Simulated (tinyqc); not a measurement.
Specific resistance of a metal-semiconductor contact and its transmission-line measurement: one step, computed by the program tinyqc.

The barrier is parabolic (depletion approximation), energies E are normal energies counted from the band edge in the neutral semiconductor (downwards for holes), and the bias is zero. xi is an input, held fixed when other inputs move.

Task: Tunnelling energy and barrier. E_00 = (e hbar/2) sqrt(N/(eps eps_0 m)); band bending E_b = phi_B + xi; depletion width w = sqrt(2 eps eps_0 E_b/(e^2 N)).

Inputs (values chosen for the exercise, modelled on n-type GaN): tunnelling mass m = 0.21 m_0; permittivity eps = 9.7; barrier height phi_B = 0.62 eV; doping N = 4.1e+20 1/cm^3; Fermi level above the band edge in the bulk, xi = 0.92 eV; temperature T = 300 K.

Image-force lowering: left out.

Constants: hbar = 1.054571817e-34 J s; eps_0 = 8.8541878128e-12 F/m; m_0 = 9.1093837015e-31 kg; k_B = 8.617333262e-05 eV/K; e = 1.602176634e-19 C.

Give: E_00; E_00/k_B T; depletion width; barrier used, above the bulk band edge.

Result:

E_00 = 263.4 meV

E_00/k_B T = 10.19

depletion width = 2.007 nm

barrier used, above the bulk band edge = 1.54 eV

By the usual rule this is field emission (E_00 > 5 k_B T).
